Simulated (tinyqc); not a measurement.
Speciation in dilute and buffered hydrofluoric acid, oxide etch rate and bath loading: one step, computed by the program tinyqc.

Concentrations stand for activities, NH4+ and Cl- are spectators, and water ionisation is neglected. H, F and HF2 denote the ions H+, F- and HF2-. The base temperature is 298 K.

Problem. One trial. Fluoride balance: [HF] + [F] + 2 [HF2] + 2 [H2F2] = HF added + NH4F added. Acid balance: [H] + [HF] + [HF2] + 2 [H2F2] = HF added + HCl added. For a trial [H], [HF] = [H][F]/K1, and the fluoride balance is a quadratic in [F]. Take pH = 3. The residual is the left side of the acid balance less the right.

Inputs (values chosen for the exercise, of the order of those for thermal oxide at room temperature): HF added = 0.14 mol/L; NH4F added = 0 mol/L; HCl added = 0.045 mol/L; K1 = [H][F]/[HF] = 0.000623 mol/L; K2 = [HF2]/([HF][F]) = 3.82 L/mol; K3 = [H2F2]/[HF]^2 = 2.49 L/mol.

Give: [F]; [HF]; [HF2]; [H2F2]; residual.

Solution.

[F] = 0.03905 mol/L

[HF] = 0.06268 mol/L

[HF2] = 0.009350 mol/L

[H2F2] = 0.009783 mol/L

residual = -0.09240 mol/L

The residual is negative, so the pH lies below 3.
